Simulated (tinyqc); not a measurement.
# Free and trapped electrons in a MOS channel with a dense trap tail: effects of single changes

p-type body, charge-sheet picture, full ionisation (an idealisation for deep acceptors), Boltzmann statistics for free electrons. e = Ec - EF at the surface. Acceptor-like traps of density D(E) = D0 + De exp(-E/Ew) at depth E below Ec, from 0 to Eu, hold n_t = integral of D(E)/(1 + exp((e - E)/Vt)). psi = Eg - Vt ln(Nv/Na) - e; N_dep = sqrt(2 eps0 eps_r Na (psi - Vt)/q); n_f = sqrt(N_dep^2 + 2 eps0 eps_r Vt Nc exp(-e/Vt)/q) - N_dep; Vg = Vfb + psi + q (N_dep + n_t + n_f)/Cox, Cox = eps0 eox/tox.

Values chosen for this exercise; band and dielectric values close to those of 4H silicon carbide:
- T = 300 K (temperature)
- Eg = 3.32 eV (band gap)
- eps_r = 9.68 (relative permittivity)
- Nc = 1.67e19 cm^-3 (conduction-band density of states at T)
- Nv = 2.51e19 cm^-3 (valence-band density of states at T)
- eox = 3.9 (relative permittivity of the insulator)
- tox = 31 nm (insulator thickness)
- Na = 1.1e16 cm^-3 (acceptor density)
- Vfb = -2.69 V (flat-band voltage without trapped charge)
- D0 = 2.4e11 cm^-2 eV^-1 (constant background density of acceptor-like traps)
- De = 4.9e13 cm^-2 eV^-1 (density of the tail at the conduction edge)
- Ew = 0.11 eV (decay energy of the tail)
- Eu = 0.76 eV (depth below Ec down to which the traps reach)
- mf = 140 cm^2/(V s) (mobility of free electrons)

Constants: q = 1.602176634e-19 C, kB = 1.380649e-23 J/K, Vt = kB T/q, eps0 = 8.8541878128e-14 F/cm where lengths are in cm. Results are converted to the units shown.

Each table varies one quantity; the others keep the values above.

## Free and trapped charge against gate voltage

Free share n_f/(n_f + n_t); swing ln 10 n_f/(dn_f/dVg); field-effect mobility mf q (dn_f/dVg)/Cox, for a constant mf; oxide field q (N_dep + n_t + n_f)/(eps0 eox).

Free and trapped charge against gate voltage:
columns A: Vg (V); B: e (eV); C: n_f (cm^-2); D: n_t (cm^-2); E: free share (%); F: swing (mV/decade); G: field-effect mobility (cm^2/(V s)); H: oxide field (MV/cm)
```
A          B         C         D         E      F         G       H
1.2   0.3946   9.630e5  2.460e11  3.915e-4  217.4  0.002054  0.3756
2.2   0.2357   4.366e8  8.140e11   0.05362  632.6    0.3200  0.6470
3.2   0.1655   6.477e9  1.447e12    0.4455   1134     2.649  0.9469
4.2   0.1221  3.369e10  2.081e12     1.593   1718     9.094   1.256
5.2  0.09147  1.038e11  2.682e12     3.728   2444     19.70   1.568
6.2  0.06807  2.327e11  3.229e12     6.722   3333     32.38   1.883
7.2  0.04907  4.263e11  3.716e12     10.29   4329     45.66   2.200
8.2  0.03284  6.871e11  4.138e12     14.24   5359     59.45   2.517
9.2  0.01847  1.018e12  4.491e12     18.48   6391     73.85   2.835
```

Read the table: what changes, and by how much?

n_f reaches 1e11 cm^-2 at Vg = 5.16 V, against 1.34 V without traps. The free share rises from 3.92e-4 to 18.5 % and the field-effect mobility rises from 0.00205 to 73.9 cm^2/(V s), although mf = 140 is constant: in the last row 52.8 % of Cox dVg goes into free electrons. The swing in the first row is 217 mV a decade (Vt ln 10 = 59.5). For Vg = 7.2, 8.2, 9.2 EF lies less than 2 Vt below the band edge, or above it, where degeneracy and confinement, left out, matter.

## Effect of the density of the tail at the conduction edge

VT is the Vg for n_f = 1e11 cm^-2; swing ln 10 n_f/(dn_f/dVg) at n_f = 1e8 cm^-2; the last three columns are for Vg = VT + 2.5 V, with free share n_f/(n_f + n_t) and field-effect mobility mf q (dn_f/dVg)/Cox; there EF is near the band edge, where Boltzmann statistics are rough.

Effect of the density of the tail at the conduction edge:
columns A: De (cm^-2 eV^-1); B: e at VT (eV); C: VT (V); D: q n_t/Cox at VT (V); E: swing (mV/decade); F: n_f (cm^-2); G: free share (%); H: field-effect mobility (cm^2/(V s))
```
A           B      C       D      E         F      G      H
1e12  0.09253  1.640  0.3035  97.38  1.699e12  86.08  135.8
2e12  0.09253  1.713  0.3769  105.2  1.656e12  81.71  134.5
5e12  0.09253  1.933  0.5969  128.6  1.529e12  70.09  130.2
1e13  0.09253  2.300  0.9636  167.7  1.336e12  54.74  121.5
2e13  0.09253  3.033   1.697  245.8  1.021e12  34.51  101.1
4e13  0.09253  4.500   3.164  402.1  6.379e11  15.98  63.74
9e13  0.09253  8.167   6.831  792.8  3.189e11  4.861  24.53
2e14  0.09253  16.24   14.90   1652  1.853e11  1.521  8.423
```

As De goes from 1e12 to 2e14, VT rises from 1.64 to 16.2 V, its part due to traps rises from 0.304 to 14.9 V, the swing rises from 97.4 to 1650 mV/decade and the field-effect mobility falls from 136 to 8.42 cm^2/(V s).

tinyqc, about 0.02 s, one thread, Intel Xeon 2.30GHz (shared host): `OMP_NUM_THREADS=1 python tinyqc.py 2222246 2222247 out.jsonl`
